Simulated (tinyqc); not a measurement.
Plane-wave Kohn-Sham cycle with exchange-only LDA in a layered model solid, step by step. One step of it, computed by the program tinyqc.

Question. Iteration 2: Hamiltonian at one k. H(m,m') = (k + G_m)^2/2 delta + V(G_m - G_m'), with V(-G) = V(G).

A solid whose potential varies along x alone (atomic units):
```
parameter                      value
period a                   17.100000
cross-section of the cell  23.000000
electrons per cell                 2
grid points                       16
plane waves -n..n, n               3
k points                           1
V1 in V1 cos(2 pi x/a)     -0.120000
```

V(G_m), m = 0, 1, 2, ... (hartree): [-0.167895, 0.003731, 0.009026, 0.000486, 0.000293, 0.000147, 0.000014]

k = 0.000000 2 pi / a

Give: H.

Answer.

H (hartree), order -3, -2, -1, +0, +1, +2, +3:
$$\begin{pmatrix}
0.4397 & 0.0037 & 0.0090 & 0.0005 & 0.0003 & 0.0001 & 0.0000 \\
0.0037 & 0.1021 & 0.0037 & 0.0090 & 0.0005 & 0.0003 & 0.0001 \\
0.0090 & 0.0037 & -0.1004 & 0.0037 & 0.0090 & 0.0005 & 0.0003 \\
0.0005 & 0.0090 & 0.0037 & -0.1679 & 0.0037 & 0.0090 & 0.0005 \\
0.0003 & 0.0005 & 0.0090 & 0.0037 & -0.1004 & 0.0037 & 0.0090 \\
0.0001 & 0.0003 & 0.0005 & 0.0090 & 0.0037 & 0.1021 & 0.0037 \\
0.0000 & 0.0001 & 0.0003 & 0.0005 & 0.0090 & 0.0037 & 0.4397
\end{pmatrix}$$
